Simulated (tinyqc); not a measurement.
Empirical pseudopotential in a few plane waves, step by step. One step of it, computed by the program tinyqc.

Problem. Levels at G. Diagonalise the Hermitian matrix.

H(k) at G (eV):
```
,+0+0+0,-1-1-1,-1-1+1,-1+1-1,-1+1+1,+1-1-1,+1-1+1,+1+1-1,+1+1+1,-2+0+0,+0-2+0,+0+0-2,+0+0+2,+0+2+0,+2+0+0
+0+0+0,0.000000,2.039584,-2.039584,-2.039584,-2.039584,-2.039584,-2.039584,-2.039584,2.039584,0.000000,0.000000,0.000000,0.000000,0.000000,0.000000
-1-1-1,2.039584,12.962832,0.000000,0.000000,-0.136057,0.000000,-0.136057,-0.136057,0.000000,-2.039584,-2.039584,-2.039584,-0.711930,-0.711930,-0.711930
-1-1+1,-2.039584,0.000000,12.962832,0.136057,0.000000,0.136057,0.000000,0.000000,-0.136057,-2.039584,-2.039584,0.711930,2.039584,-0.711930,-0.711930
-1+1-1,-2.039584,0.000000,0.136057,12.962832,0.000000,0.136057,0.000000,0.000000,-0.136057,-2.039584,0.711930,-2.039584,-0.711930,2.039584,-0.711930
-1+1+1,-2.039584,-0.136057,0.000000,0.000000,12.962832,0.000000,0.136057,0.136057,0.000000,2.039584,-0.711930,-0.711930,-2.039584,-2.039584,0.711930
+1-1-1,-2.039584,0.000000,0.136057,0.136057,0.000000,12.962832,0.000000,0.000000,-0.136057,0.711930,-2.039584,-2.039584,-0.711930,-0.711930,2.039584
+1-1+1,-2.039584,-0.136057,0.000000,0.000000,0.136057,0.000000,12.962832,0.136057,0.000000,-0.711930,2.039584,-0.711930,-2.039584,0.711930,-2.039584
+1+1-1,-2.039584,-0.136057,0.000000,0.000000,0.136057,0.000000,0.136057,12.962832,0.000000,-0.711930,-0.711930,2.039584,0.711930,-2.039584,-2.039584
+1+1+1,2.039584,0.000000,-0.136057,-0.136057,0.000000,-0.136057,0.000000,0.000000,12.962832,-0.711930,-0.711930,-0.711930,-2.039584,-2.039584,-2.039584
-2+0+0,0.000000,-2.039584,-2.039584,-2.039584,2.039584,0.711930,-0.711930,-0.711930,-0.711930,17.283776,0.136057,0.136057,-0.136057,-0.136057,0.000000
+0-2+0,0.000000,-2.039584,-2.039584,0.711930,-0.711930,-2.039584,2.039584,-0.711930,-0.711930,0.136057,17.283776,0.136057,-0.136057,0.000000,-0.136057
+0+0-2,0.000000,-2.039584,0.711930,-2.039584,-0.711930,-2.039584,-0.711930,2.039584,-0.711930,0.136057,0.136057,17.283776,0.000000,-0.136057,-0.136057
+0+0+2,0.000000,-0.711930,2.039584,-0.711930,-2.039584,-0.711930,-2.039584,0.711930,-2.039584,-0.136057,-0.136057,0.000000,17.283776,0.136057,0.136057
+0+2+0,0.000000,-0.711930,-0.711930,2.039584,-2.039584,-0.711930,0.711930,-2.039584,-2.039584,-0.136057,0.000000,-0.136057,0.136057,17.283776,0.136057
+2+0+0,0.000000,-0.711930,-0.711930,-0.711930,0.711930,2.039584,-2.039584,-2.039584,-2.039584,0.000000,-0.136057,-0.136057,0.136057,0.136057,17.283776
```

Give: eigenvalues.

Solution.

eigenvalues (eV): -2.1449  9.1181  9.1181  9.1181  10.4889  12.8268  12.8268  12.8268  15.5159  17.0117  17.0117  20.7101  20.9924  20.9924  20.9924
